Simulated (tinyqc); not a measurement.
# Vertical double-diffused power MOSFET, components of the on-resistance: effects of single changes

Stripe cells of pitch Wp + a, two channels a cell. Current flows through the channels, spreads in the accumulation layer, passes the gap between the p bodies and spreads at 45 degrees into the drift layer below them. Low drain voltage, full ionisation.

Values chosen for this exercise; bulk values close to those of 4H silicon carbide:

| symbol | value | unit | meaning |
|---|---|---|---|
| T | 300 | K | temperature |
| eps_r | 9.54 |  | relative permittivity |
| Kc | 22200 | V/cm per (cm^-3)^(1/8) | critical-field constant |
| BV | 1700 | V | rated breakdown voltage of the drift layer |
| mud | 834 | cm^2/(V s) | drift mobility at 300 K |
| bt | 2.3 |  | temperature exponent of the drift mobility |
| tox | 93 | nm | gate oxide thickness (eps_r 3.9) |
| Vov | 7 | V | gate overdrive |
| mch | 17 | cm^2/(V s) | channel mobility |
| mac | 92 | cm^2/(V s) | accumulation-layer mobility |
| Lc | 0.4 | um | channel length |
| Wp | 6.6 | um | width of the p body in one cell, channels included |
| a | 4.4 | um | gap between neighbouring p bodies |
| xp | 1.8 | um | depth of the p body |
| Nj | 2 |  | doping of the gap over the drift doping |
| Vbi | 2.95 | V | built-in voltage of the body junction |
| Rs | 0.096 | mohm cm^2 | substrate and contact resistance |

Constants: q = 1.602176634e-19 C, eps0 = 8.8541878128e-14 F/cm where lengths are in cm. Results are converted to the units shown.

Each table varies one quantity; the others keep the values above.

## On-resistance against the rated breakdown voltage of the drift layer

Triangular field at breakdown with Ec = Kc N^(1/8): BV = eps0 eps_r Ec^2/(2 q N), so N = (eps0 eps_r Kc^2/(2 q BV))^(4/3); W = 2 BV/Ec; mu = mud (T/300 K)^(-bt); rho = 1/(q mu N); ideal resistance rho W. Pitch p = Wp + a, Cox = 3.9 eps0/tox; zero-bias depletion in the gap w0 = sqrt(2 eps0 eps_r Vbi/(q N Nj)), open gap g = a - 2 w0; R_ch = Lc p/(2 mch Cox Vov); R_acc = 0.6 a p/(4 mac Cox Vov), 0.6 being an empirical factor for current leaving the layer along its length; R_gap = (rho/Nj) xp p/g; spreading depth t = min(W, (p - g)/2); R_drift = (rho p/2) ln((g + 2 t)/g) + rho (W - t); R_on = the sum with Rs.

The same in every row: R_ch (mohm cm^2) = 4.9790; R_acc (mohm cm^2) = 3.0361.

Result of one run:

| BV (V) | R_gap (mohm cm^2) | R_drift (mohm cm^2) | R_on (mohm cm^2) | ideal (mohm cm^2) | largest term |
|---|---|---|---|---|---|
| 1300 | 0.20536 | 1.0595 | 9.3760 | 0.87733 | channel |

What becomes of these results when the rated breakdown voltage of the drift layer BV is changed from 1300 to 800 V, all else the same?

Result of the changed run:

| BV (V) | R_gap (mohm cm^2) | R_drift (mohm cm^2) | R_on (mohm cm^2) | ideal (mohm cm^2) | largest term |
|---|---|---|---|---|---|
| 800 | 0.10137 | 0.34761 | 8.5601 | 0.26063 | channel |

The whole series:

| BV (V) | R_gap (mohm cm^2) | R_drift (mohm cm^2) | R_on (mohm cm^2) | ideal (mohm cm^2) | largest term |
|---|---|---|---|---|---|
| 300 | 0.025581 | 0.041341 | 8.1781 | 0.022444 | channel |
| 490 | 0.050624 | 0.11882 | 8.2806 | 0.076524 | channel |
| 800 | 0.10137 | 0.34761 | 8.5601 | 0.26063 | channel |
| 1300 | 0.20536 | 1.0595 | 9.3760 | 0.87733 | channel |
| 2100 | 0.42416 | 3.3010 | 11.836 | 2.9097 | channel |
| 3500 | 0.96675 | 11.366 | 20.444 | 10.435 | drift |
| 5600 | 2.2491 | 36.013 | 46.374 | 33.789 | drift |
| 9200 | 6.7556 | 123.24 | 138.10 | 116.89 | drift |
| 15000 | 52.144 | 422.80 | 483.06 | 396.77 | drift |

R_on rises from 8.18 to 483 mohm cm^2. The channel term is the largest at BV = 300, the drift term from 3500 on. R_on is 364 times the ideal drift resistance in the first row and 1.22 times in the last. The ideal resistance goes as BV^(2.50), and R_on as BV^(2.56) between the last two rows.

## On-resistance against the doping of the gap over the drift doping

Same model as above.

The same in every row: R_ch (mohm cm^2) = 4.9790; R_acc (mohm cm^2) = 3.0361; ideal (mohm cm^2) = 1.7157.

On-resistance against the doping of the gap over the drift doping:

| Nj | R_gap (mohm cm^2) | R_drift (mohm cm^2) | R_on (mohm cm^2) | largest term |
|---|---|---|---|---|
| 1 | 0.69183 | 2.0434 | 10.846 | channel |
| 1.5 | 0.42710 | 2.0113 | 10.550 | channel |
| 2 | 0.30680 | 1.9936 | 10.412 | channel |
| 3 | 0.19477 | 1.9741 | 10.280 | channel |
| 5 | 0.11153 | 1.9559 | 10.179 | channel |
| 8 | 0.067487 | 1.9435 | 10.122 | channel |
| 12 | 0.044021 | 1.9353 | 10.091 | channel |

R_on falls from 10.8 to 10.1 mohm cm^2. The channel term is the largest at Nj = 1 and in all other rows. R_on is 6.32 times the ideal drift resistance in the first row and 5.88 times in the last.

Computed by the program tinyqc: `OMP_NUM_THREADS=1 python tinyqc.py 2230133 2230134 out.jsonl`, one thread of a shared Intel Xeon 2.30GHz, about 0.01 s for the whole run.
